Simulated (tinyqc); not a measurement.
What moves the results: hole subbands of a hard-walled well, four-band Luttinger model. A value that a table varies takes the place of the one given here.

Hole energies are counted downwards from the unstrained band edge, c = hbar^2/2m0. After the usual block transformation one block is H = [[P + Q - Zs, R - i S], [R + i S, P - Q + Zs]] in (heavy, light), with P +/- Q = c [(g1 +/- g2) k^2 + (g1 -/+ 2 g2) kz^2], R = sqrt(3) c gR k^2, S = 2 sqrt(3) c g3 k kz, kz = -i d/dz; axial approximation gR = (g2 + g3)/2. Zs = b (e_par - e_perp) is the shear part of the strain (the hydrostatic part shifts all levels alike and is left out). Basis sqrt(2/L) sin(n pi z/L), n = 1 to N, for each component: kz^2 gives (n pi/L)^2 and the heavy-light block is R delta_nm - 2 sqrt(3) c g3 k D_nm with D_nm = 4 n m/(L (n^2 - m^2)) for n + m odd, 0 otherwise. The other block has the same levels. The split-off band is left out.

Constants: hbar^2/2m0 = 3.80998211 eV angstrom^2.

Values chosen for the exercise (near those of AlAs; shifted at random, so the results belong to these values and not to a real crystal): g1 = 3.75 (Luttinger gamma1); g2 = 0.82 (gamma2); g3 = 1.42 (gamma3); L = 65 angstrom (well width along [001]); Zs = 0 eV (shear strain energy); k = 0.0338 1/angstrom (wave vector in the plane); Zlist = (-0.031, -0.0194, -0.0121, -0.0058, 0, 0.0061, 0.0253) eV (shear strain energies (negative: tension in the plane, for b < 0)).

## Which coupling does what

N = 20, at the given k. Diagonal: R = S = 0. Along [100] and [110] gR is g2 and g3 instead of their mean.

Hole energies (meV):

| model | E1 | E2 | E3 | E4 |
|---|---|---|---|---|
| diagonal | 38.67 | 60.72 | 95.01 | 188.91 |
| R alone | 35.81 | 63.59 | 94.36 | 188.63 |
| S alone | 34.21 | 45.15 | 103.01 | 146.62 |
| axial | 30.85 | 47.89 | 103.01 | 146.71 |
| [100] | 32.24 | 46.79 | 103.01 | 146.67 |
| [110] | 29.28 | 49.08 | 103.02 | 146.76 |

What can be read from the table?

The couplings move E1 by -7.82 meV: R alone by -2.86, S alone by -4.46, so S matters more at k L/pi = 0.70 (R grows as k^2 and joins equal n, S as k and joins n of opposite parity). Warping spreads E1 by 2.96 meV between [100] and [110], the hole being heavier along [110]; the axial value lies between them.

## Strain

N = 20. dE is the rise of the top subband from k = 0 to k1 = pi/(4L), m1 = c k1^2/dE (dash if dE is not positive), and the heavy weight is taken at k = pi/L.

Top subband:

| Zs (eV) | HH1 (meV) | LH1 (meV) | dE (meV) | heavy weight | m1 (m0) |
|---|---|---|---|---|---|
| -0.0310 | 49.8 | 17.0 | 0.586 | 0.160 | 0.949 |
| -0.0194 | 38.2 | 28.6 | 0.193 | 0.249 | 2.878 |
| -0.0121 | 30.9 | 35.9 | 1.600 | 0.342 | 0.348 |
| -0.0058 | 24.6 | 42.2 | 1.905 | 0.455 | 0.292 |
| 0.0000 | 18.8 | 48.0 | 1.972 | 0.580 | 0.282 |
| 0.0061 | 12.7 | 54.1 | 2.019 | 0.704 | 0.276 |
| 0.0253 | -6.5 | 73.3 | 2.116 | 0.897 | 0.263 |

What can be read from the table?

HH1 and LH1 cross at Zs = -2 c g2 (pi/L)^2 = -0.0146 eV; for more negative Zs the light hole is on top. Among the rows with HH1 on top, m1 goes from 0.348 to 0.263 m0 as the splitting widens from 5 to 80 meV, against the unmixed 1/(g1 + g2) = 0.219: compression lightens the holes here. m1 describes the neighbourhood of k = 0 only; where HH1 and LH1 lie close, the band may peak further out.

## Size of the sine basis

The four lowest hole energies at the given k for growing N.

Hole energies (meV):

| N | E1 | E2 | E3 | E4 |
|---|---|---|---|---|
| 2 | 31.383 | 49.533 | 108.901 | 209.227 |
| 3 | 31.012 | 48.130 | 104.135 | 151.859 |
| 4 | 30.925 | 48.060 | 103.288 | 147.225 |
| 6 | 30.872 | 47.940 | 103.089 | 146.861 |
| 10 | 30.854 | 47.901 | 103.024 | 146.741 |
| 20 | 30.849 | 47.891 | 103.008 | 146.711 |
| 40 | 30.848 | 47.890 | 103.005 | 146.706 |
| 80 | 30.848 | 47.890 | 103.005 | 146.706 |

Is N = 3 enough for 1 meV in the two lowest levels?

Yes: against N = 80, N = 3 errs by up to 0.24 meV in E1 and E2, always upwards, as a variational basis must. Both are within 0.1 meV of N = 80 from N = 6 on; N = 40 and N = 80 differ by 1.5e-04 meV at most.

## What each parameter does

N = 20; the three lowest hole energies at the given k and the heavy weight of the lowest. Each row changes one parameter from the base and keeps the others.

Results:

| case | E1 (meV) | E2 (meV) | E3 (meV) | heavy weight |
|---|---|---|---|---|
| base | 30.85 | 47.89 | 103.01 | 0.827 |
| g1 = 4.05 | 35.17 | 53.83 | 113.34 | 0.839 |
| g2 = 0.74 | 31.77 | 48.41 | 106.46 | 0.817 |
| g3 = 1.31 | 31.90 | 49.59 | 102.19 | 0.847 |
| L = 75 angstrom | 24.83 | 38.17 | 82.92 | 0.725 |
| Zs = 0.01 eV | 22.95 | 49.51 | 100.17 | 0.935 |
| k = 0.0439 1/angstrom | 34.83 | 54.61 | 117.88 | 0.639 |

What does this show?

The largest shifts from the base row, up to three for each result and ties (the steps differ in size, so this ranks the rows, not the parameters). E1 (meV): Zs -7.90, L -6.02, g1 +4.33. E2 (meV): L -9.72, k +6.72, g1 +5.94. E3 (meV): L -20.09, k +14.87, g1 +10.34. heavy weight: k -0.189, Zs +0.108, L -0.102.

(tinyqc, `OMP_NUM_THREADS=1 python tinyqc.py 1251501 1251502 out.jsonl`, Intel(R) Xeon(R) Processor @ 2.30GHz, 1 thread, shared host, about 0.1 s.)
